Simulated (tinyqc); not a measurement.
Three ways to interpolate a mass: alloy A(1-x)B(x) by interpolation with bowing.

Each gap follows E(x) = (1 - x) E_A + x E_B - C x (1 - x); the lattice constant follows Vegard, a(x) = (1 - x) a_A + x a_B.

Mass at Gamma from the Kane formula 1/m = F + Ep (Eg + 2 Dso/3)/(Eg (Eg + Dso)). F is fixed by the masses of A and B and interpolated linearly, as is Ep; Eg and Dso carry their bowing.

Parameters, chosen for this exercise (A near Ge, B near Si; shifted at random, so the results belong to these values and not to a real crystal):
- Eg = (0.902, 4.189) eV (gap at Gamma to the s-like level of A, B)
- Dso = (0.288, 0.044) eV (spin-orbit splitting of A, B)
- Ep = (26.3, 21.6) eV (Kane energy of A, B)
- me = (0.038, 0.1975) m0 (electron mass at Gamma of A, B)
- C = (0.229, 0.188, 0.06) eV (bowing of the Gamma, X and L gaps)
- Cs = 0 eV (bowing of Dso)

Linear in m, linear in 1/m, and the Kane formula.

Masses (m0):
```
x      Eg (eV)  linear in m  linear in 1/m    Kane  Kane m/Eg (1/eV)
0.000    0.902       0.0380         0.0380  0.0380            0.0421
0.125    1.288       0.0579         0.0423  0.0543            0.0422
0.250    1.681       0.0779         0.0476  0.0716            0.0426
0.500    2.488       0.1177         0.0637  0.1094            0.0440
0.625    2.903       0.1377         0.0767  0.1299            0.0448
0.750    3.324       0.1576         0.0964  0.1515            0.0456
0.875    3.753       0.1776         0.1295  0.1740            0.0464
1.000    4.189       0.1975         0.1975  0.1975            0.0471
```

Give the missing row, x = 0.375.

Computed row:
```
x      Eg (eV)  linear in m  linear in 1/m    Kane  Kane m/Eg (1/eV)
0.375    2.081       0.0978         0.0545  0.0899            0.0432
```

At x = 0.5 the three give 0.1178, 0.0637 and 0.1094; judged by the largest distance, the Kane value is closer to the interpolation in m (largest distances 0.0084 m0 from the rule in m, 0.0551 m0 from the rule in 1/m). The ratio m/Eg varies by a factor of 1.12 while the gap varies by 4.64; a constant ratio is the two-band rule m = Eg/Ep at fixed Ep.

Program tinyqc; command `OMP_NUM_THREADS=1 python tinyqc.py 1050328 1050329 out.jsonl`; about 0.01 s on one thread of a shared Intel(R) Xeon(R) Processor @ 2.30GHz.
